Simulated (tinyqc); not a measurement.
Raising U: Hubbard chain of 2 sites, mean field against exact. Computed by the program tinyqc. Collinear unrestricted mean field (the lowest of 40 random starts) against exact diagonalisation.

one-body matrix (hopping and site energies) (eV):
```
         1        2
1  -0.0200  -1.8800
2  -1.8800  -0.1000
```

electrons, up and down: 1  1

Exact and mean-field results (eV):
```
U            U/t    E exact  E mean field  mean |n_up - n_down|  double occupancy, exact  first gap in the sector
0.9400    0.5000  -3.439919     -3.410681                0.0000                   0.2191                   3.3199
1.8800    1.0000  -3.056223     -2.940567                0.0000                   0.1894                   2.9362
3.7600    2.0000  -2.444099     -2.000426                0.0005                   0.1382                   2.3241
5.6400    3.0000  -2.000170     -1.373508                0.7453                   0.1000                   1.8802
7.5200    4.0000  -1.677546     -1.060085                0.8660                   0.0732                   1.5575
11.2800   6.0000  -1.258480     -0.746695                0.9428                   0.0420                   1.1385
15.0400   8.0000  -1.007637     -0.590013                0.9682                   0.0264                   0.8876
22.5600  12.0000  -0.730171     -0.433337                0.9860                   0.0128                   0.6102
37.6000  20.0000  -0.492315     -0.308001                0.9950                   0.0049                   0.3723
```

What does the comparison show, and why?

In absolute terms mean field is worst at U/t = 3.0, 0.627 eV too high: at small U it is nearly exact, and at large U it misses only exchange-scale energies. Its local moments set in at U/t = 3.0 of those listed, a broken symmetry that the exact state of a finite cluster with equal spins does not have. Relative to the exact energy its error is 0.8 % at the smallest U, 41 % at most and 37 % at the largest. The double occupancy falls from 0.219 to 0.005.
